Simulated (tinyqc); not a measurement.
# Oxidation of curved silicon (wires and holes): cylindrical Deal-Grove kinetics with stress-retarded reaction, step by step

A worked calculation. Computed by tinyqc, a small Python program that keeps every step. Command: `OMP_NUM_THREADS=1 python tinyqc.py 3000902 3000903 out.jsonl wireox walk`. One thread of a shared host (Intel(R) Xeon(R) Processor @ 2.30GHz), about 0.01 s of CPU time with the checks. Intermediate numbers are printed to about 5 digits and carried at full precision; extremes and crossings named in words are read from the listed rows.

Silicon fills r < a and oxide a < r < b. One volume of silicon gives 2.25 volumes of oxide, and the length is fixed.

Inputs (values chosen for the exercise, close to those used for silicon in steam): prefactor B0 = 383 um^2/h; activation energy E_B = 0.776 eV; prefactor (B/A)0 = 1.13e+08 um/h; activation energy E_A = 2.05 eV; starting silicon radius a0 = 21 nm; starting oxide x_i = 1 nm; viscosity prefactor eta0 = 9.5e-09 Pa s; viscosity energy E_eta = 5.44 eV; critical shear stress s_c = 90 MPa; activation volume V_k = 5.7 angstrom^3; temperature T = 750 C; time t = 0.11 h.

Shape: wire (convex).

Constants: k_B = 8.617333262e-05 eV/K.

## Planar constants and viscosity

B = B0 exp(-E_B/(k_B T)), B/A = (B/A)0 exp(-E_A/(k_B T)), eta = eta0 exp(E_eta/(k_B T)); 1 um = 1000 nm. Temperatures in kelvin are T(C) + 273.15.

B = 57653 nm^2/h

B/A = 9.0219 nm/h

low-stress viscosity eta = 5.9400e+18 Pa s

k_B T = 0.088168 eV

## Rate at the start

Geometry: b^2 = b0^2 + 1.25 (a0^2 - a^2), b0 = a0 + x_i. Rate of oxide made per interface area: q = 1/[1/k + 2 a |ln(b/a)|/B], and |da/dt| = q/2.25. Reaction k = (B/A) exp(-sigma V_k/(k_B T)). New oxide pushes the old with radial speed u = 1.25 |da/dt| at r = a; the shear stress at radius r is s_c asinh(z a^2/r^2), z = 2 eta u/(a s_c) (Eyring flow), and the compressive normal stress at the interface is sigma = |int_a^b 2 s/r dr| = s_c |F(z) - F(z a^2/b^2)|, F(y) = int_0^y asinh(w)/w dw. q and sigma are solved together. 1 MPa angstrom^3 = 6.241509e-6 eV.

oxide radius b0 = 22 nm

rate q without stress = 9.0191 nm/h

normal stress sigma = 138.79 MPa

factor on the reaction = 0.94554

rate q with stress = 8.5280 nm/h

## State after time t

Integrate da/dt adaptively (tolerance 1e-8); a wire counts as consumed at a = 0.5 nm and a hole as closed at b = 0.5 nm. Planar reference: x^2 + A x = B t + x_i^2 + A x_i, A = B/(B/A).

silicon radius a = 20.593 nm

oxide thickness = 1.8822 nm

normal stress at time t = 259.83 MPa

planar thickness = 1.9919 nm

ratio to the planar thickness = 0.94490

Stress now cuts the reaction constant to 90 % of its planar value. Caution: the oxide is taken as a purely viscous fluid in steady flow; elasticity, stress-dependent diffusion and thin-oxide enhancement are left out.

## Geometry alone against geometry with stress

A dash marks a stress-free run that has consumed the wire or closed the hole.

Oxide thickness (nm):
```
t (h)   planar  curved, no stress  curved, with stress  a (nm)  sigma (MPa)
0.0033  1.0298             1.0290               1.0274  20.988       142.57
0.0110  1.0992             1.0966               1.0911  20.958       151.35
0.0220  1.1984             1.1929               1.1815  20.917       163.80
0.0440  1.3968             1.3849               1.3604  20.835       188.39
0.0770  1.6944             1.6712               1.6241  20.713       224.53
0.1100  1.9919             1.9554               1.8822  20.593       259.83
0.1650  2.4878             2.4246               2.3009  20.397       316.90
0.2200  2.9836             2.8884               2.7061  20.205       371.94
```

At 0.22 h the thickness is 0.968 of the planar value from geometry alone and 0.907 with stress. On a wire the new oxide spreads over a larger circumference, which thins it, while the oxidant converges on a smaller interface. Stress takes 6 % off the stress-free value. Caution: elasticity of the oxide, stress-dependent diffusion and thin-oxide enhancement are left out.

Checks made by the program: large-radius limit against the planar law (relative difference below 1e-10).
